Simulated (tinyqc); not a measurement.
Pressure-driven transition between two phases with analytic equations of state: one step, computed by the program tinyqc.

Each phase obeys E = E0 + (B0 V/B') [(V0/V)^B'/(B' - 1) + 1] - B0 V0/(B' - 1), P = (B0/B') [(V0/V)^B' - 1]; E0 = 0 for phase 1 and Delta E0 for phase 2. H = E + P V.

Task: One Newton step. At the estimate, solve P(V) = P for each phase, form H, and step P(new) = P - (H_2 - H_1)/(V_2 - V_1), since dH/dP = V.

Inputs (values chosen for the exercise, for two model phases):
```
quantity                                   value             unit
volume V0 of phase 1                        21.6  angstrom^3/atom
B0 of phase 1                                101              GPa
B' of phase 1                               4.56                -
volume V0 of phase 2                        19.5  angstrom^3/atom
B0 of phase 2                                139              GPa
B' of phase 2                               3.77                -
energy of phase 2 above phase 1, Delta E0   0.33          eV/atom
```

Equation of state: Murnaghan.

rigid estimate = 25.17706 GPa

Constants: 1 eV/angstrom^3 = 160.2176634 GPa.

Give: V_1; H_1; V_2; H_2; next pressure.

Result:

V_1 = 18.287 angstrom^3

H_1 = 3.0942 eV

V_2 = 16.985 angstrom^3

H_2 = 3.1751 eV

next pressure = 35.137 GPa
